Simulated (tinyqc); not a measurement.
Worked calculation: finite square well with mass mismatch (envelope functions). Values are carried at full precision from step to step, so a last printed digit may differ when a step is redone from the rounded ones.

A square well of width L and depth V0, mass mw inside and mb outside, energies from the bottom of the well, c = hbar^2/2m0. k = sqrt(mw E/c), kappa = sqrt(mb (V0 - E)/c). psi and psi'/m are continuous at the walls (BenDaniel-Duke), so level n solves k L + 2 atan[(k/mw)/(kappa/mb)] = n pi.

Constants: hbar^2/2m0 = 3.80998211 eV angstrom^2.

Parameters, chosen for this exercise (near those of a strained Si well in SiGe; shifted at random, so the results belong to these values and not to a real crystal): L = 71 angstrom (well width); V0 = 0.184 eV (barrier height); mw = 0.924 m0 (mass in the well); mb = 0.924 m0 (mass in the barrier); alpha_w = 0.46 1/eV (non-parabolicity in the well); alpha_b = 0.66 1/eV (non-parabolicity in the barrier).

## How many levels are bound

At E = V0 the arctangent equals pi/2, so level n is bound if k0 L > (n - 1) pi with k0 = sqrt(mw V0/c). Compare with the infinitely deep well, E1(hard) = c (pi/L)^2/mw.

k0 = 0.21124 1/angstrom
k0 L/pi = 4.7741
number of bound levels = 5
E1(hard) = 0.0081 eV

The count does not depend on mb. One more level binds at L = 74.4 angstrom.

## The lowest level by bisection

f(E) = k L + 2 atan[(k/mw)/(kappa/mb)] - pi rises with E. Twelve halvings of [0, V0]: keep the half in which f changes sign.

Bisection:
```
step,low (eV),high (eV),midpoint (eV),k,kappa,f
1,0.00000,0.18400,0.09200,0.14937,0.14937,9.0346
2,0.00000,0.09200,0.04600,0.10562,0.18294,5.4048
3,0.00000,0.04600,0.02300,0.07469,0.19760,2.8838
4,0.00000,0.02300,0.01150,0.05281,0.20454,1.1133
5,0.00000,0.01150,0.00575,0.03734,0.20792,-0.1348
6,0.00575,0.01150,0.00863,0.04574,0.20623,0.5421
7,0.00575,0.00863,0.00719,0.04175,0.20708,0.2206
8,0.00575,0.00719,0.00647,0.03961,0.20750,0.0478
9,0.00575,0.00647,0.00611,0.03849,0.20771,-0.0422
10,0.00611,0.00647,0.00629,0.03905,0.20760,0.0031
11,0.00611,0.00629,0.00620,0.03877,0.20765,-0.0194
12,0.00620,0.00629,0.00624,0.03891,0.20763,-0.0081
```

After twelve halvings the bracket is V0/4096 = 0.045 meV wide.

## Bound levels

Solve the condition for each n (six at most). With A = cos(kL/2) for even and sin(kL/2) for odd levels, the probability in the barriers is Pb = (A^2/kappa)/(A^2/kappa + L/2 +/- sin(kL)/(2k)), + for even.

Levels:
```
n,parity,E (eV),k (1/angstrom),kappa (1/angstrom),Pb
1,even,0.0063,0.03902,0.20761,0.0041
2,odd,0.0250,0.07786,0.19637,0.0170
3,even,0.0558,0.11632,0.17634,0.0418
4,odd,0.0978,0.15398,0.14461,0.0866
5,even,0.1485,0.18979,0.09275,0.1881
```

The lowest level lies at 78 % of the infinite-well value and decays into the barrier over 1/kappa = 4.8 angstrom.

## Mass in the plane and density of states

To first order in the in-plane energy, 1/m_par = (1 - Pb)/mw + Pb/mb for each subband. Each adds a step D = m_par/(2 pi c) to the density of states per area (spin included, one valley); 1/angstrom^2 = 1e16/cm^2.

Subbands:
```
n,m_par (m0),D (1e13/(eV cm^2))
1,0.9240,38.598
2,0.9240,38.598
3,0.9240,38.598
4,0.9240,38.598
5,0.9240,38.598
```

The mass is taken as isotropic here; the valleys of Si are not, and in the plane they have mt, about 0.19 m0, so their real steps are about five times smaller.

## Levels with energy-dependent masses

Non-parabolic bands: mw is replaced by mw (1 + alpha_w E) and mb by mb (1 - alpha_b (V0 - E)), in k, kappa and the matching condition alike.

Solve the same condition with the energy-dependent masses, and list the shift from the parabolic levels that exist in both.

Levels:
```
n,E (eV),mass inside,mass outside,shift (meV)
1,0.0064,0.9267,0.8157,0.1
2,0.0251,0.9347,0.8271,0.1
3,0.0552,0.9475,0.8454,-0.6
4,0.0951,0.9644,0.8698,-2.7
5,0.1420,0.9844,0.8984,-6.5
```

Level 1 moves by +0.1 meV and level 5 by -6.5 meV. The lighter mass deep in the barrier hardens the wall for low levels; the heavier mass in the well wins higher up.

## Checks

- Lowest level by finite differences (200 cells across the well) against the matching condition, eV: both 0.0063.

Run: tinyqc, `OMP_NUM_THREADS=1 python tinyqc.py 1251063 1251064 out.jsonl`; Intel(R) Xeon(R) Processor @ 2.30GHz, one thread, shared host; about 0.01 s of CPU time with all checks.
